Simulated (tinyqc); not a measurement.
Hubbard ring of 3 sites, step by step. Computed by tinyqc, a small Python program that keeps every step. Settings: hopping = 1.23, U = 1.4, mixing = 0.5, iteration cap = 63. Command: `OMP_NUM_THREADS=1 python tinyqc.py 29220 29221 out.jsonl` (the two numbers bound the seeds that draw the settings). One thread of a shared host (Intel(R) Xeon(R) Processor @ 2.60GHz), about 0.2 s of CPU time with the checks.

one-body matrix (hopping and site energies) (eV):
```
           1          2          3
1   0.000000  -1.230000  -1.230000
2  -1.230000   0.000000  -1.230000
3  -1.230000  -1.230000   0.000000
```

U = 1.400000 eV

electrons, up and down: 2  1

n(up) at the start (a guess, not normalised): 1 0.667000, 2 0.667000, 3 0.667000

n(down) at the start (a guess): 1 0.333000, 2 0.333000, 3 0.333000

Each step fills the lowest levels of T + U n(other spin) and sets n(new) = n + mixing (n(out) - n); stop when output and input agree to 1e-8.

Course of the cycle:
```
iteration       E (eV)  largest |n(out) - n(in)|  mean |n_up - n_down|
1          -2.75666667                  3.32e-01              0.333333
2          -2.76583836                  2.40e-01              0.348644
3          -2.77426191                  1.88e-01              0.333333
4          -2.78360064                  1.08e-01              0.352701
5          -2.78630963                  3.56e-02              0.350861
6          -2.78705845                  3.15e-02              0.363258
7          -2.78751843                  2.37e-02              0.370797
8          -2.78788889                  2.42e-02              0.377472
9          -2.78821486                  2.39e-02              0.383201
10         -2.78850805                  2.32e-02              0.388169
11         -2.78877120                  2.21e-02              0.392477
...                ...                       ...                   ...
53         -2.79023049                  2.34e-04              0.415081
54         -2.79023052                  2.09e-04              0.415081
55         -2.79023054                  1.86e-04              0.415081
56         -2.79023056                  1.66e-04              0.415082
57         -2.79023058                  1.48e-04              0.415082
58         -2.79023059                  1.32e-04              0.415082
59         -2.79023060                  1.18e-04              0.415082
60         -2.79023060                  1.06e-04              0.415082
61         -2.79023061                  9.42e-05              0.415082
62         -2.79023061                  8.41e-05              0.415083
63         -2.79023062                  7.50e-05              0.415083
```

Can the last value be used, and what does the course show?

Not by the stop rule, although the second column moves by less than 1e-07 over the last three steps. Not converged within 63 iterations: the residual falls steadily but slowly, by a factor of about 0.89 a step. The lowest mean-field energy found from random starts is -2.79023 eV. Reruns (cap 100 unless said): mixing 0.2: not converged; mixing 0.9: converged in 80 (E = -2.79023); the original settings with a cap of 400: converged in 142 (E = -2.79023).
